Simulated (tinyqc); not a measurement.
All hoppings scaled: three-band tight binding of a dichalcogenide monolayer.

Values chosen for the exercise (near a published set for monolayer WSe2; the results hold for these values, not for the real material): e1 = 0.941 eV (level of dz2); e2 = 2.201 eV (level of dxy and dx2-y2); t0 = -0.205 eV (hopping); t1 = 0.446 eV (hopping); t2 = 0.48 eV (hopping); t11 = 0.261 eV (hopping); t12 = 0.325 eV (hopping); t22 = 0.033 eV (hopping); lam = 0.231 eV (spin-orbit constant).

The six hoppings are multiplied by f; e1, e2 and lam stay (real strain also moves e1 and e2, so this is no model of it). Closed forms: Ev(K) = e2 - (3/2)(t11 + t22) - 3 sqrt3 t12 + lam, Ec(K) = e1 - 3 t0, Ev(Gamma) = e1 + 6 t0.

Gaps (eV):
```
f     direct gap at K  Ev(K) - Ev(Gamma)  Ec(K) - top of valence band
0.85           0.8420             0.7262                       0.8420
0.90           0.9793             0.6812                       0.9793
0.94           1.0891             0.6452                       1.0891
0.97           1.1714             0.6182                       1.1714
1.00           1.2537             0.5913                       1.2537
1.03           1.3361             0.5643                       1.3361
1.06           1.4184             0.5373                       1.4184
1.10           1.5282             0.5013                       1.5282
```

What can be read from this table?

The direct gap changes by +27.4 meV for each per cent of f. The top of the valence band stays at K over the range.

Computed by tinyqc, a small Python program: `OMP_NUM_THREADS=1 python tinyqc.py 1451497 1451498 out.jsonl` (the numbers bound the seed that draws the inputs); one thread of a shared host (Intel(R) Xeon(R) Processor @ 2.30GHz), about 0.02 s for the whole set of steps.
